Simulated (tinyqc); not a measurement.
Thermal boundary conductance by the acoustic and diffuse mismatch models: one step, computed by the program tinyqc.

Each side has one longitudinal and two transverse Debye branches, omega = v q up to q_D = (6 pi^2 n)^(1/3), with n counting all atoms. Scattering at the interface is elastic. Electrons are left out of G, also for metals. Melting is ignored. G refers to the temperatures of the phonons sent towards the interface. Linear branches over all atoms overstate G at high T, most for crystals with several atoms a cell.

Problem. Acoustic mismatch: transmission of each branch. No mode conversion. t(theta) = 4 Z_1 Z_2 cos(theta_1) cos(theta_2)/N^2, with N = Z_2 cos(theta_1) + Z_1 cos(theta_2) for L (the form for pressure waves) and N = Z_1 cos(theta_1) + Z_2 cos(theta_2) for both T branches (the form for shear waves polarised along the interface); sin(theta_2) = (v_2/v_1) sin(theta_1), and t = 0 beyond the critical angle arcsin(v_1/v_2); the mean over the incoming flux is alpha = 2 int t sin(theta_1) cos(theta_1) d theta_1 (64 Gauss-Legendre points).

Structure: film on a substrate.

Branches:

| branch | v (m/s) | cut-off (K) | Z (1e6 kg/(m^2 s)) |
|---|---|---|---|
| L, side 1 | 8740 | 949.584 | 20.6264 |
| T, side 1 | 5190 | 563.883 | 12.2484 |
| L, side 2 | 10900 | 1489.516 | 35.4250 |
| T, side 2 | 6330 | 865.013 | 20.5725 |

Give: Transmission.

Solution.

Transmission:

| branch | t at normal incidence | largest angle from side 1 (deg) | alpha, 1 to 2 | alpha, 2 to 1 |
|---|---|---|---|---|
| L | 0.93029 | 53.306 | 0.54029 | 0.84034 |
| T | 0.93568 | 55.075 | 0.64340 | 0.95709 |

For L waves from side 1 the critical cone of 53 degrees bounds the transmission; the mean is 0.54 against 0.93 at normal incidence. For T waves from side 1 the critical cone of 55 degrees bounds the transmission; the mean is 0.64 against 0.94 at normal incidence.
